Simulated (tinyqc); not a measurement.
First phase against the interface composition: thermodynamics of metal silicides: hull, first phase, silicon consumed, nucleation and stability against SiO2. Computed by tinyqc, a small Python program. Command: `OMP_NUM_THREADS=1 python tinyqc.py 3018792 3018793 out.jsonl silphase walk`. One thread of a shared host (Intel(R) Xeon(R) Processor @ 2.30GHz), about 0.01 s of CPU time with the checks.

Entropies of formation of the solids are neglected, so heats stand for free energies. Si fractions: M5Si3 0.3750, MSi 0.5000, MSi2 0.6667.

Inputs (values chosen for the exercise, of the order of those of titanium silicides for heats and volumes only): heat of formation of M5Si3 = -74.3 kJ/mol atoms; heat of formation of MSi = -64.8 kJ/mol atoms; heat of formation of MSi2 = -46.5 kJ/mol atoms.

Phases: M5Si3, MSi, MSi2.

Method. Effective heat of formation: at the interface the mixture has the Si fraction x_e; the limiting element scales the heat, H_eff = H x_e/x if x_e < x, H (1 - x_e)/(1 - x) otherwise. The rule names the most negative as the first phase; its restriction to congruently melting phases is left out here.

H_eff (kJ/mol atoms):

| x_e | M5Si3 | MSi | MSi2 | first phase |
|---|---|---|---|---|
| 0.10 | -19.813 | -12.960 | -6.975 | M5Si3 |
| 0.20 | -39.627 | -25.920 | -13.950 | M5Si3 |
| 0.30 | -59.440 | -38.880 | -20.925 | M5Si3 |
| 0.36 | -71.328 | -46.656 | -25.110 | M5Si3 |
| 0.42 | -68.950 | -54.432 | -29.295 | M5Si3 |
| 0.48 | -61.818 | -62.208 | -33.480 | MSi |
| 0.54 | -54.685 | -59.616 | -37.665 | MSi |
| 0.60 | -47.552 | -51.840 | -41.850 | MSi |
| 0.66 | -40.419 | -44.064 | -46.035 | MSi2 |
| 0.75 | -29.720 | -32.400 | -34.875 | MSi2 |

Each phase is a triangle with its apex at its own composition. In order of x_e the first phase is M5Si3, then MSi, then MSi2. On either side of all three the ranking is that of H/x (Si-poor) or H/(1 - x) (Si-rich).
